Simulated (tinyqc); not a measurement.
From results back to parameters: phonon-assisted absorption at an indirect gap. Two cases, with inputs chosen for the exercise.

Problem. One phonon: alpha = A [N (E - Eg + w)^2 + (N + 1)(E - Eg - w)^2], each term only above its threshold, N = 1/(exp(w/kB Tm) - 1). The first two energies lie below the emission threshold and the third above it.

Constants: kB = 8.617333262e-05 eV/K.

Case 1.

Values chosen (out of a larger set: loosely those of GaP at room temperature; Eg is not tied to T; not measured data): Es = (2.251, 2.307, 2.366) eV (three photon energies); Tm = 300 K.

alpha at the three energies (1/cm): 0.3237342  5.004973  24.69404

Case 2.

Values chosen (out of a larger set: loosely those of SiC at room temperature; Eg is not tied to T; not measured data): Es = (3.236, 3.318, 3.386) eV (three photon energies); Tm = 250 K.

alpha at the three energies (1/cm): 0.1295457  1.999367  11.73975

Find: slope sqrt(A N); threshold Eg - w; w; Eg; A.

Solution. sqrt(alpha) at the first two energies is a line with slope sqrt(A N) and intercept Eg - w. The excess at the third energy is A N exp(w/kB Tm) (E - (Eg - w) - 2w)^2, which has one root w with the emission threshold between the second and third energies.

Case 1.

slope sqrt(A N) = 29.79 1/(cm^(1/2) eV)
threshold Eg - w = 2.2319 eV
w = 47.1 meV
Eg = 2.279 eV
A = 4.6e+03 1/(cm eV^2)

Case 2.

slope sqrt(A N) = 12.85 1/(cm^(1/2) eV)
threshold Eg - w = 3.2080 eV
w = 69.0 meV
Eg = 3.277 eV
A = 3.9e+03 1/(cm eV^2)

Computed by tinyqc, one run a case: `OMP_NUM_THREADS=1 python tinyqc.py N N+1 out.jsonl` with N = 1681313, 1681338; one thread of a shared Intel(R) Xeon(R) Processor @ 2.30GHz, about 0.01 s a run at most.
